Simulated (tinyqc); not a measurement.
What each oscillator parameter does: Lorentz oscillators and the Kramers-Kronig relations.

eps(E) = 1 + sum_j S_j/(E0_j^2 - E^2 - i G_j E).

n + i k = sqrt(eps1 + i eps2) with k >= 0; R = ((n - 1)^2 + k^2)/((n + 1)^2 + k^2) at normal incidence from vacuum; alpha = 2 E k/(hbar c), times 1e8 for 1/cm; loss function Im(-1/eps) = eps2/(eps1^2 + eps2^2).

Inputs chosen for the exercise: E0 = (4.83, 6.32) eV (resonances); G = (0.75, 1.62) eV (widths); S = (94.8, 45.3) eV^2 (strengths); E = 2.74 eV (photon energy).

At the energy E.

One parameter was then changed.

Results before and after:
```
case      eps1   eps2      n      k      R
base     8.263  0.953  2.879  0.165  0.236
changed  8.538  0.991  2.927  0.169  0.242
```

Which of these changes was made? (a) S = (94.8, 54.36) eV^2; (b) E = 2.877 eV; (c) G = (0.75, 2.43) eV; (d) E0 = (4.83, 6.636) eV.

Answer: (a) S = (94.8, 54.36) eV^2. Of the candidates, run in turn, only this one gives the changed row.

All candidates:
```
case                     eps1   eps2      n      k      R
base                    8.263  0.953  2.879  0.165  0.236
E0 = (4.83, 6.636) eV   8.115  0.914  2.853  0.160  0.233
G = (0.75, 2.43) eV     8.233  1.040  2.875  0.181  0.236
S = (94.8, 54.36) eV^2  8.538  0.991  2.927  0.169  0.242
E = 2.877 eV            8.572  1.091  2.934  0.186  0.243
```

tinyqc: `OMP_NUM_THREADS=1 python tinyqc.py 1651407 1651408 out.jsonl`; about 0.2 s, one thread, shared Intel(R) Xeon(R) Processor @ 2.30GHz.
